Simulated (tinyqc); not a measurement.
# Capacitance shares from swing and barrier lowering

Question. Below threshold the charge is negligible, so the band edge moves as -(aG Vg + aD Vd), aG = CG/CS, aD = CD/CS (CG, CD the capacitances of the barrier top to gate and drain, CS the total), and I goes as exp((aG Vg + aD Vd)/Vt) once Vd is well above Vt. Find aG, aD, CS and CD.

Inputs (values chosen for the exercise): temperature T = 400 K.

Constants: q = 1.602176634e-19 C, kB = 1.380649e-23 J/K, Vt = kB T/q. Results are converted to the units shown.

swing = 84.434652 mV/decade
DIBL = 30.851064 mV/V
CG = 1.1139140 uF/cm^2

Answer. The swing is Vt ln 10/aG and the DIBL, -dVg/dVd at fixed current, is aD/aG.

aG = 0.9400
aD = 0.02900
CS = 1.185 uF/cm^2
CD = 0.03437 uF/cm^2

tinyqc, about 0.01 s, one thread, Intel Xeon 2.30GHz (shared host): `OMP_NUM_THREADS=1 python tinyqc.py 2400005 2400006 out.jsonl`
